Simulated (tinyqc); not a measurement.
## Mass from the capacitance plateau

Problem. Once one two-dimensional band is degenerate, Cq = q gv md m0 q/(pi hbar^2) and 1/C_G = 1/Cox + 1/Cq (no traps). Find Cq, md and the oxide-equivalent thickness 3.9 eps0/Cq that it adds.

Parameters, values chosen for the exercise: valley degeneracy gv = 1.

Constants: q = 1.602176634e-19 C, hbar = 1.054571817e-34 J s, m0 = 9.1093837015e-31 kg, eps0 = 8.8541878128e-14 F/cm where lengths are in cm. Results are converted to the units shown.

C_G on the plateau = 0.32453852 uF/cm^2
Cox = 0.34531332 uF/cm^2

Solution. Removing Cox from the series leaves Cq, which is proportional to gv md.

Cq = 5.39 uF/cm^2
md = 0.0806 m0
added thickness = 0.640 nm

tinyqc, about 0.01 s, one thread, Intel Xeon 2.30GHz (shared host): `OMP_NUM_THREADS=1 python tinyqc.py 2200060 2200061 out.jsonl`
